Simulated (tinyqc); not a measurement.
Thermal and gravitational stress in a wafer during furnace and rapid thermal processing, and the onset of slip: one step, computed by the program tinyqc.

A thin free disc in plane stress, isotropic; T(r) = T_centre + dT (r/R)^n with n = 2. Stress is positive in tension; sigma_SB = 5.670374419e-8 W/(m^2 K^4), g = 9.80665 m/s^2.

Task: Slip criterion. With x = r/R: s_rr = alpha E dT (1 - x^n)/(n + 2), s_tt = alpha E dT [1 - (n + 1) x^n]/(n + 2). Critical resolved stress tau_c = A exp(U/(k_B T)), a form chosen for the exercise; slip when 0.492799 |s_tt(R)| > tau_c; allowed |dT| = tau_c (n + 2)/(0.492799 n alpha E).

Inputs (values chosen for the exercise, modelled on silicon):
```
quantity,value,unit
Young's modulus E,151,GPa
expansion alpha,4.5,1e-6/K
edge less centre temperature dT,17,K
temperature T,1200,K
prefactor A of the critical stress,0.00042,MPa
energy U of the critical stress,1.12,eV
```

Temperature profile: parabolic.

hoop stress at the edge = -5.77575 MPa

Constants: k_B = 8.617333262e-05 eV/K.

Give: critical stress tau_c; resolved over critical stress; allowed |dT|.

Result:

critical stress tau_c = 21.23 MPa

resolved over critical stress = 0.1340

allowed |dT| = 126.8 K

No slip; the margin is a factor 7.5.
